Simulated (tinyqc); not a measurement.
Worked calculation: CIS on RHF in the sto-3g basis, for H6, spin multiplicity 1. One step of it, computed by the program tinyqc.

Task: CIS matrix, triplets. A(ia,jb) = (e_a - e_i) d_ij d_ab - (ij|ab).

orbital energies (hartree): MO1 -0.633602, MO2 -0.525652, MO3 -0.368204, MO4 0.263690, MO5 0.578715, MO6 0.929017

Two-electron integrals over orbitals (pq|rs), unique and non-zero (hartree):
```
(11|11) 0.410650    (21|11) -0.000123   (21|21) 0.128147    (22|11) 0.326223
(22|21) 0.000327    (22|22) 0.373459    (31|11) 0.079443    (31|21) -0.000055
(31|22) -0.043670   (31|31) 0.115912    (32|11) -0.000090   (32|21) -0.112766
(32|22) -0.000295   (32|31) -0.000185   (32|32) 0.134032    (33|11) 0.367333
(33|21) -0.000300   (33|22) 0.336825    (33|31) 0.032952    (33|32) 0.000279
(33|33) 0.368137    (41|11) -0.000041   (41|21) 0.043270    (41|22) -0.000080
(41|31) 0.000095    (41|32) 0.009792    (41|33) 0.000060    (41|41) 0.081679
(42|11) 0.066459    (42|21) -0.000200   (42|22) 0.002178    (42|31) 0.055258
(42|32) 0.000041    (42|33) 0.009476    (42|41) -0.000104   (42|42) 0.078667
(43|11) 0.000199    (43|21) 0.071297    (43|22) 0.000159    (43|31) 0.000243
(43|32) -0.070553   (43|33) -0.000116   (43|41) 0.013373    (43|42) 0.000139
(43|43) 0.089227    (44|11) 0.369520    (44|21) -0.000260   (44|22) 0.338354
(44|31) 0.031482    (44|32) 0.000224    (44|33) 0.360125    (44|41) 0.000025
(44|42) 0.019127    (44|43) -0.000080   (44|44) 0.374039    (51|11) 0.007263
(51|21) 0.000052    (51|22) 0.031638    (51|31) -0.027813   (51|32) 0.000077
(51|33) -0.013559   (51|41) 0.000033    (51|42) 0.034925    (51|43) 0.000062
(51|44) -0.004530   (51|51) 0.051430    (52|11) 0.000115    (52|21) 0.031887
(52|22) -0.000011   (52|31) 0.000157    (52|32) 0.002767    (52|33) 0.000058
(52|41) 0.054971    (52|42) 0.000106    (52|43) -0.038308   (52|44) 0.000052
(52|51) 0.000117    (52|52) 0.088566    (53|11) -0.072164   (53|21) 0.000191
(53|22) -0.006243   (53|31) -0.058542   (53|32) -0.000016   (53|33) -0.021603
(53|41) 0.000101    (53|42) -0.074268   (53|43) -0.000168   (53|44) -0.017613
(53|51) -0.029138   (53|52) -0.000084   (53|53) 0.079601    (54|11) 0.000054
(54|21) 0.114346    (54|22) 0.000277    (54|31) 0.000157    (54|32) -0.128150
(54|33) -0.000298   (54|41) -0.000908   (54|42) -0.000048   (54|43) 0.072013
(54|44) -0.000252   (54|51) -0.000052   (54|52) -0.000149   (54|53) 0.000036
(54|54) 0.137279    (55|11) 0.341711    (55|21) 0.000265    (55|22) 0.378944
(55|31) -0.033882   (55|32) -0.000232   (55|33) 0.349385    (55|41) -0.000060
(55|42) 0.007242    (55|43) 0.000146    (55|44) 0.357275    (55|51) 0.031154
(55|52) -5.81e-07   (55|53) -0.009955   (55|54) 0.000239    (55|55) 0.402866
(61|11) 0.000049    (61|21) -0.001557   (61|22) 0.000049    (61|31) 0.000026
(61|32) -0.019315   (61|33) -0.000040   (61|41) -0.029793   (61|42) 0.000054
(61|43) -0.047495   (61|44) -0.000028   (61|51) -0.000035   (61|52) 0.032988
(61|53) -0.000036   (61|54) 0.016716    (61|55) 0.000036    (61|61) 0.068665
(62|11) 0.010896    (62|21) 0.000070    (62|22) 0.034474    (62|31) -0.025743
(62|32) 0.000059    (62|33) -0.004702   (62|41) 0.000056    (62|42) 0.031160
(62|43) 0.000072    (62|44) -0.006699   (62|51) 0.047209    (62|52) 0.000131
(62|53) -0.033108   (62|54) -0.000053   (62|55) 0.033992    (62|61) -0.000042
(62|62) 0.049333    (63|11) 0.000038    (63|21) -0.045321   (63|22) 0.000062
(63|31) -0.000095   (63|32) -0.002302   (63|33) -0.000039   (63|41) -0.077332
(63|42) 0.000106    (63|43) -0.015319   (63|44) -0.000042   (63|51) -0.000027
(63|52) -0.054942   (63|53) -0.000116   (63|54) 0.002923    (63|55) 0.000065
(63|61) 0.028944    (63|62) -0.000047   (63|63) 0.082278    (64|11) -0.081855
(64|21) 0.000070    (64|22) 0.036613    (64|31) -0.111540   (64|32) 0.000164
(64|33) -0.034923   (64|41) -0.000083   (64|42) -0.057379   (64|43) -0.000239
(64|44) -0.035707   (64|51) 0.024981    (64|52) -0.000154   (64|53) 0.059829
(64|54) -0.000150   (64|55) 0.036920    (64|61) -0.000026   (64|62) 0.025129
(64|63) 0.000092    (64|64) 0.120486    (65|11) -0.000110   (65|21) 0.131283
(65|22) 0.000316    (65|31) -0.000021   (65|32) -0.117470   (65|33) -0.000312
(65|41) 0.044402    (65|42) -0.000193   (65|43) 0.075771    (65|44) -0.000272
(65|51) 0.000044    (65|52) 0.033230    (65|53) 0.000187    (65|54) 0.123245
(65|55) 0.000275    (65|61) -0.002376   (65|62) 0.000065    (65|63) -0.050002
(65|64) 0.000043    (65|65) 0.147573    (66|11) 0.437161    (66|21) -0.000136
(66|22) 0.348020    (66|31) 0.085428    (66|32) -0.000090   (66|33) 0.393901
(66|41) -0.000041   (66|42) 0.073091    (66|43) 0.000219    (66|44) 0.401463
(66|51) 0.008448    (66|52) 0.000129    (66|53) -0.080919   (66|54) 0.000057
(66|55) 0.373674    (66|61) 0.000051    (66|62) 0.012874    (66|63) 0.000041
(66|64) -0.093998   (66|65) -0.000132   (66|66) 0.490027
```

Give: CIS matrix A, triplet.

Result:

CIS matrix A, triplet (hartree):
```
        1>4     1>5     1>6     2>4     2>5     2>6     3>4    3>5
1>4   0.528   0.000   0.082   0.000  -0.114   0.000  -0.031  0.000
1>5   0.000   0.871   0.000  -0.114   0.000  -0.131   0.000  0.034
1>6   0.082   0.000   1.125   0.000  -0.131   0.000   0.112  0.000
2>4   0.000  -0.114   0.000   0.451   0.000  -0.037   0.000  0.128
2>5  -0.114   0.000  -0.131   0.000   0.725   0.000   0.128  0.000
2>6   0.000  -0.131   0.000  -0.037   0.000   1.107   0.000  0.117
3>4  -0.031   0.000   0.112   0.000   0.128   0.000   0.272  0.000
3>5   0.000   0.034   0.000   0.128   0.000   0.117   0.000  0.598
3>6   0.112   0.000  -0.085   0.000   0.117   0.000   0.035  0.000

        3>6
1>4   0.112
1>5   0.000
1>6  -0.085
2>4   0.000
2>5   0.117
2>6   0.000
3>4   0.035
3>5   0.000
3>6   0.903
```
